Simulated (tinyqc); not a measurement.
Inside a calculation. Model: dopant redistribution at a moving silicon-oxide interface during parabolic oxidation. Computed by tinyqc, a small Python program that keeps every step. Command: `OMP_NUM_THREADS=1 python tinyqc.py 3009119 3009120 out.jsonl segox walk`. One thread of a shared host (Intel(R) Xeon(R) Processor @ 2.30GHz), about 0.01 s of CPU time with the checks. Intermediate numbers are printed to about 6 digits and carried at full precision; extremes and crossings named in words are read from the listed rows.

Uniformly doped silicon is oxidised with x_ox = sqrt(B t); the interface advances into the silicon by alpha x_ox, alpha = 0.44. The dopant does not move in the oxide, and at the interface C(silicon) = m C(oxide).

Inputs (values chosen for the exercise, modelled on phosphorus in silicon under dry oxygen):

| quantity | value | unit |
|---|---|---|
| dopant prefactor D0 | 5.05 | cm^2/s |
| dopant activation energy E | 3.69 | eV |
| oxidation prefactor B0 | 834 | um^2/h |
| oxidation activation energy E_B | 1.22 | eV |
| segregation coefficient m = C(silicon)/C(oxide) | 13 | - |
| bulk doping C_B | 8.8e+15 | 1/cm^3 |
| temperature T | 1200 | C |
| time t | 4.5 | h |

Constants: k_B = 8.617333262e-05 eV/K.

## Rates

D = D0 exp(-E/(k_B T)), converted with 1 cm^2/s = 3.6e11 um^2/h; B = B0 exp(-E_B/(k_B T)); s = alpha sqrt(B/(4 D)), the interface advance over 2 sqrt(D t). Temperatures in kelvin are T(C) + 273.15.

D = 0.432288 um^2/h

B = 0.0559032 um^2/h

s = 0.0791142

oxide thickness = 0.501562 um

diffusion length 2 sqrt(D t) = 2.78948 um

Diffusion outruns the interface. Caution: parabolic growth needs an oxide much thicker than the Deal-Grove length A, which fails for thin films and low temperatures; oxidation-enhanced or retarded diffusion is ignored.

## Interface concentration

With the dopant diffusivity D and s = alpha x_ox/(2 sqrt(D t)), in the silicon C = C_B + (C_s - C_B) erfc(y/(2 sqrt(D t)))/erfc(s), y from the original surface. Dopant balance at the interface gives C_s/C_B = 1/[1 + (1/(m alpha) - 1) g], g = sqrt(pi) s exp(s^2) erfc(s).

g = 0.128536

ratio C_s/C_B = 1.11865

C_s in the silicon = 9.84411e+15 1/cm^3

concentration in the oxide = 7.57240e+14 1/cm^3

m alpha = 5.720: the oxide rejects dopant, which piles up in the silicon. For a very fast interface the ratio would tend to m alpha.

## Dose moved

Consumed silicon held alpha x_ox C_B; the oxide holds x_ox times the dopant concentration in the oxide; the difference is the excess in the silicon; 1 um = 1e-4 cm.

dopant in the consumed silicon = 1.94205e+11 1/cm^2

dopant in the oxide = 3.79803e+10 1/cm^2

excess in the silicon = 1.56225e+11 1/cm^2

## Profile below the interface

Depths z are counted from the present interface: y/(2 sqrt(D t)) = s + z/(2 sqrt(D t)); take z/(2 sqrt(D t)) = 0, 0.05, 0.1, 0.2, 0.3, 0.5, 0.75, 1, 1.5.

Profile:

| z/(2 sqrt(D t)) | z (um) | C/C_B |
|---|---|---|
| 0.00 | 0.00000 | 1.11865 |
| 0.05 | 0.13947 | 1.11138 |
| 0.10 | 0.27895 | 1.10421 |
| 0.20 | 0.55790 | 1.09027 |
| 0.30 | 0.83684 | 1.07709 |
| 0.50 | 1.39474 | 1.05377 |
| 0.75 | 2.09211 | 1.03139 |
| 1.00 | 2.78948 | 1.01654 |
| 1.50 | 4.18422 | 1.00333 |

## Temperature and segregation coefficient

The formulas are those given above.

C_s/C_B:

| T (C) | s | this m | m = 0.2 | m = 1/alpha | m = 10 |
|---|---|---|---|---|---|
| 850 | 1.64013 | 3.56898 | 0.099599 | 1 | 3.06803 |
| 900 | 0.95212 | 2.59172 | 0.114766 | 1 | 2.35361 |
| 950 | 0.57785 | 1.95456 | 0.140180 | 1 | 1.84276 |
| 1000 | 0.36473 | 1.58543 | 0.177380 | 1 | 1.52856 |
| 1050 | 0.23836 | 1.37288 | 0.226699 | 1 | 1.34109 |
| 1100 | 0.16067 | 1.24657 | 0.287009 | 1 | 1.22733 |
| 1150 | 0.11135 | 1.16858 | 0.355644 | 1 | 1.15619 |
| 1200 | 0.07911 | 1.11865 | 0.428798 | 1 | 1.11028 |

s falls from 1.64 to 0.0791 as T rises, because diffusion has the larger activation energy (3.69 against 1.22 eV); the ratio for this m moves from 3.569 to 1.119, towards 1. At m = 1/alpha the oxide takes exactly what the silicon held, and nothing moves. The ratio does not depend on time, since both lengths grow as sqrt(t).

Checks made by the program: excess against the integral of the profile (relative difference below 1e-10).
